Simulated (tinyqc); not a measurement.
## Internal loss and injection efficiency from two cavity lengths

Problem. The differential efficiency of both facets obeys 1/eta_d = (1/eta)[1 + 2 ai Lc/ln(1/(R1 R2))]. Find eta and ai.

Inputs (values chosen for the exercise): front reflectance R1 = 0.32; back reflectance R2 = 0.32.

differential efficiency at Lc = 2000 and 5000 um: 0.25768921  0.13177083

Answer. 1/eta_d is linear in Lc: the intercept is 1/eta, and slope over intercept is 2 ai/ln(1/(R1 R2)).

eta = 0.7100
ai = 10.00 1/cm

Computed by the program tinyqc: `OMP_NUM_THREADS=1 python tinyqc.py 2840025 2840026 out.jsonl`, one thread of a shared Intel Xeon 2.30GHz, about 0.01 s for the whole run.
